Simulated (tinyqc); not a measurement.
Self-heating of a transistor with one or more fingers, with temperature-dependent conductivity: one step, computed by the program tinyqc. Command: `OMP_NUM_THREADS=1 python tinyqc.py 3018414 3018415 out.jsonl selfheat walk`. One thread of a shared host (Intel(R) Xeon(R) Processor @ 2.30GHz), about 0.07 s of CPU time with the checks.

N long parallel fingers lie on the top face of a slab whose bottom is held at T_0; the top is otherwise insulated, and heat flows in two dimensions. P in W/mm is 1000 P in W/m.

Question. Extra rise from ballistic phonons. Near a source smaller than the free path, Fourier's law overstates the flow. Rough estimate: a strip that emits phonons into a half space adds a resistance times area of 4 Lambda/(3 kappa_0), from the ballistic flux C v Delta T/4 with kappa_0 = C v Lambda/3, so Delta T_b = 4 Lambda P/(3 kappa_0 w); Knudsen number Lambda/w.

Inputs (values chosen for the exercise, modelled on germanium):
```
quantity                                      value        unit
conductivity at the base temperature kappa_0     49     W/(m K)
power per gate width P                         0.25        W/mm
width of the heat source w                     0.25  micrometre
phonon free path Lambda                          96          nm
```

Power: power rises with temperature.

largest theta = 14.48277 K

Give: Knudsen number; ballistic rise Delta T_b; Delta T_b / largest theta.

Answer.

Knudsen number = 0.384

ballistic rise Delta T_b = 2.612 K

Delta T_b / largest theta = 0.1804

By this estimate the ballistic term is at most a fifth of the Fourier rise.
